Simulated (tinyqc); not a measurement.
Which clusters to keep: cluster expansion of a binary alloy: correlations, fit, cross-validation and ground states. Computed by tinyqc, a small Python program. Command: `OMP_NUM_THREADS=1 python tinyqc.py 3005725 3005726 out.jsonl clex walk`. One thread of a shared host (Intel(R) Xeon(R) Processor @ 2.30GHz), about 0.07 s of CPU time with the checks.

s = +1 for A and -1 for B. Energy per site E = J0 + J1 P(point) + sum over clusters of m V P, with P the mean product of spins; V > 0 on a pair favours unlike neighbours. Clusters per site m: pair 1 2, pair 2 2, pair 3 2, triplet 4; the triplet is two first-neighbour bonds at a right angle. Formation energies are counted from the line between pure A and pure B, which removes J0 and J1.

Inputs (values chosen for the exercise, for a model alloy):

| quantity | value | unit |
|---|---|---|
| first-pair interaction V1 | 32.3 | meV |
| second-pair interaction V2 | -14 | meV |
| third-pair interaction V3 | 4.8 | meV |
| triplet interaction Vt | -3.5 | meV |
| noise amplitude | 1.3 | meV/site |

Lattice: square.

Method:
- Design matrix of formation energies: m (P - 1) for pairs and m (P(triplet) - P(point)) for the triplet; x = (1 - P(point))/2.
- Exact: X V with V = (V1, V2, V3, Vt). The data to fit add the noise amplitude times the normal numbers, standing for what the clusters leave out.
- For each set, H = X (X^T X)^-1 X^T over the structures between the ends; residual e = E - H E; leave-one-out error e_i/(1 - H_ii); both as root mean squares.

correlations P, counted on periodic cells:
```
                      point    pair 1    pair 2    pair 3   triplet
A                   1.00000   1.00000   1.00000   1.00000   1.00000
A3B p(2x2)          0.50000   0.00000   0.00000   1.00000  -0.50000
A3B c(4x2)          0.50000   0.00000   0.00000   0.50000  -0.50000
A2B diagonal rows   0.33333  -0.33333   0.33333  -0.33333  -0.33333
A2B rows            0.33333   0.33333  -0.33333   0.33333   0.33333
AB c(2x2)           0.00000  -1.00000   1.00000   1.00000   0.00000
AB p(2x1)           0.00000   0.00000  -1.00000   1.00000   0.00000
A2B2 rows           0.00000   0.50000   0.00000   0.00000   0.00000
AB2 diagonal rows  -0.33333  -0.33333   0.33333  -0.33333   0.33333
AB2 rows           -0.33333   0.33333  -0.33333   0.33333  -0.33333
AB3 p(2x2)         -0.50000   0.00000   0.00000   1.00000   0.50000
AB3 c(4x2)         -0.50000   0.00000   0.00000   0.50000   0.50000
B                  -1.00000   1.00000   1.00000   1.00000  -1.00000
```

standard normal numbers for the noise (0 for the pure ends): A 0.000, A3B p(2x2) -0.021, A3B c(4x2) 1.704, A2B diagonal rows -0.238, A2B rows -1.309, AB c(2x2) 0.376, AB p(2x1) 0.178, A2B2 rows -0.759, AB2 diagonal rows 1.801, AB2 rows 0.845, AB3 p(2x2) -1.353, AB3 c(4x2) -1.409, B 0.000

X:
```
                     pair 1    pair 2    pair 3   triplet
A                   0.00000   0.00000   0.00000   0.00000
A3B p(2x2)         -2.00000  -2.00000   0.00000  -4.00000
A3B c(4x2)         -2.00000  -2.00000  -1.00000  -4.00000
A2B diagonal rows  -2.66667  -1.33333  -2.66667  -2.66667
A2B rows           -1.33333  -2.66667  -1.33333   0.00000
AB c(2x2)          -4.00000   0.00000   0.00000   0.00000
AB p(2x1)          -2.00000  -4.00000   0.00000   0.00000
A2B2 rows          -1.00000  -2.00000  -2.00000   0.00000
AB2 diagonal rows  -2.66667  -1.33333  -2.66667   2.66667
AB2 rows           -1.33333  -2.66667  -1.33333   0.00000
AB3 p(2x2)         -2.00000  -2.00000   0.00000   4.00000
AB3 c(4x2)         -2.00000  -2.00000  -1.00000   4.00000
B                   0.00000   0.00000   0.00000   0.00000
```

data (meV/site): A 0.000, A3B p(2x2) -22.627, A3B c(4x2) -25.185, A2B diagonal rows -71.243, A2B rows -13.835, AB c(2x2) -128.711, AB p(2x1) -8.369, A2B2 rows -14.887, AB2 diagonal rows -87.259, AB2 rows -11.035, AB3 p(2x2) -52.359, AB3 c(4x2) -57.232, B 0.000

Fits:

| clusters | fit error (meV/site) | leave-one-out error (meV/site) | largest H_ii |
|---|---|---|---|
| V1 | 22.064 | 25.441 | 0.29209 |
| V1 V2 | 11.098 | 13.149 | 0.64793 |
| V1 V3 | 22.062 | 30.665 | 0.51613 |
| V1 V2 Vt | 5.054 | 7.750 | 0.64793 |
| V1 Vt | 19.728 | 23.827 | 0.29209 |
| V1 V2 V3 | 9.959 | 11.927 | 0.75527 |
| V1 V3 Vt | 19.726 | 29.435 | 0.51613 |
| V1 V2 V3 Vt | 1.250 | 1.987 | 0.75527 |

leave-one-out error without pair 3 = 7.7495 meV/site

leave-one-out error with all four = 1.9873 meV/site

What follows from these numbers?

The fit error can only fall as clusters are added, to 1.25 meV with all four. The leave-one-out error is least for V1 V2 V3 Vt (1.99 meV): dropping V2, V3 or Vt makes prediction worse at this noise.

Extremes, crossings and ranges named in words are read from the listed rows.
